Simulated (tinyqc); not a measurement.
# Bulk resistivity and mean free path from two films

Inverse problem. In the thick-film limit single-crystal films obey rho = rho0 (1 + 3 (1 - ps) lam/(8 d)). Find rho0, lam and the product rho0 lam.

Values chosen for this exercise: specular share of surface scattering ps = 0.

rho at d = 75 and 250 nm (uohm cm): [2.0571300, 1.8141390]

Answer. rho is a straight line in 1/d: the intercept is rho0 and the slope (3/8)(1 - ps) rho0 lam. Without ps only the product (1 - ps) lam could be found.

rho0 = 1.71 uohm cm
lam = 40.6 nm
rho0 lam = 69.4 uohm cm nm

Numbers from tinyqc (`OMP_NUM_THREADS=1 python tinyqc.py 2100160 2100161 out.jsonl`; about 0.01 s on one thread of a shared Intel Xeon 2.30GHz).
